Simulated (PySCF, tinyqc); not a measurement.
Inside a calculation. Method: G0W0 on RHF in the sto-3g basis, for H3+, spin multiplicity 1. The lowest restricted solution is unstable here: a spin-polarised one lies 0.0022 hartree lower (PySCF). One step of it, computed by the program tinyqc.

Task: Iteration 9 (converged): orbitals. Diagonalise F' = X^T F X, C = X C', fill 1 alpha and 1 beta electrons from the bottom; D = 2 C_occ C_occ^T. Each column has its largest component positive (the first on a tie).

converged F (hartree), order 1H 1s, 2H 1s, 3H 1s:
```
[[-0.706238, -0.555784, -0.555784],
 [-0.555784, -0.511607, -0.204367],
 [-0.555784, -0.204367, -0.511607]]
```

X, order 1H 1s, 2H 1s, 3H 1s:
```
[[1.181130, -0.267490, -0.267490],
 [-0.267490, 1.087202, 0.043069],
 [-0.267490, 0.043069, 1.087202]]
```

Give: F' = X^T F X; orbital energies; coefficients C; D after iteration 9.

Result:

F' = X^T F X (hartree):
```
[[-0.385, -0.382, -0.382],
 [-0.382, -0.339, -0.004],
 [-0.382, -0.004, -0.339]]
```

orbital energies (hartree): [-0.905, -0.335, 0.176]

coefficients C, order 1H 1s, 2H 1s, 3H 1s:
```
[[0.589, 0.000, 1.092],
 [0.361, 0.738, -0.761],
 [0.361, -0.738, -0.761]]
```

D after iteration 9, order 1H 1s, 2H 1s, 3H 1s:
```
[[0.694, 0.426, 0.426],
 [0.426, 0.261, 0.261],
 [0.426, 0.261, 0.261]]
```
